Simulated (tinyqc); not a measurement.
Voltage drop against the factor on the load at the hot node.

A grid of 13 by 13 nodes with segments Rx (rows) and Ry (columns); every node draws I1 and the central node kh I1; pads with resistance Rp sit at the nodes whose row and column are multiples of the pitch, counting from 0. The drops u = Vdd - V follow from G u = i, with G the conductance matrix and i the load currents, solved directly. Here the pitch is 6.

Parameters, values chosen for the exercise:
```
symbol,value,unit,meaning
Vdd,1,V,supply voltage
Rx,0.34,ohm,resistance of a horizontal segment
Ry,1.7,ohm,resistance of a vertical segment
Rp,0.05,ohm,resistance from a pad node to the supply
I1,0.11,mA,load current of a node in the large grid
```

Voltage drop against the factor on the load at the hot node:

| kh | pads | worst drop (mV) | mean drop (mV) | largest drop at a pad (mV) | largest pad current (mA) | worst drop over Vdd (%) |
|---|---|---|---|---|---|---|
| 1 | 9 | 1.3388 | 0.98785 | 0.17477 | 3.4954 | 0.13388 |
| 2 | 9 | 1.3400 | 0.98889 | 0.17972 | 3.5943 | 0.13400 |
| 5 | 9 | 1.3435 | 0.99199 | 0.19455 | 3.8911 | 0.13435 |
| 10 | 9 | 1.3494 | 0.99716 | 0.21928 | 4.3857 | 0.13494 |
| 20 | 9 | 1.3613 | 1.0075 | 0.26875 | 5.3749 | 0.13613 |
| 50 | 9 | 1.3971 | 1.0385 | 0.41713 | 8.3426 | 0.13971 |
| 100 | 9 | 1.4568 | 1.0902 | 0.66444 | 13.289 | 0.14568 |

The worst drop rises from 1.34 to 1.46 mV and the mean drop rises from 0.988 to 1.09 mV. The central node is itself a pad. The drops are linear in the loads, so the mean grows by 0.00103 mV for each unit of kh in every row.

Program tinyqc, `OMP_NUM_THREADS=1 python tinyqc.py 2770230 2770231 out.jsonl`; Intel Xeon 2.30GHz, shared host, one thread, about 0.1 s.
